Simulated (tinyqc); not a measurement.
Density of states of one tight-binding band on the square lattice: one step. Energies on the mesh.

E(k) = -2 t (c1 + c2) - 4 t2 c1 c2 with ci = cos(2 pi ki); k in fractions of the reciprocal vectors, mesh k_i = j/N with j = 0 .. N-1. Densities are per cell and per spin, so the band holds one state.

Inputs chosen for the exercise: t = 1.1 eV (nearest hopping); t2 = 0 eV (second hopping); N = 4 (mesh points along each axis).

Task: Evaluate the band at all 16 points and collect equal values.

Give: Distinct energies.

Result:

Distinct energies:
```
E_k (eV)  points
-4.4000        1
-2.2000        4
0.0000         6
2.2000         4
4.4000         1
```

The 16 points give 5 distinct energies between -4.4000 and 4.4000 eV; a dense mesh gives a band from -4.400 to 4.400 eV.

Program tinyqc; command `OMP_NUM_THREADS=1 python tinyqc.py 1652704 1652705 out.jsonl`; about 0.09 s on one thread of a shared Intel(R) Xeon(R) Processor @ 2.30GHz.
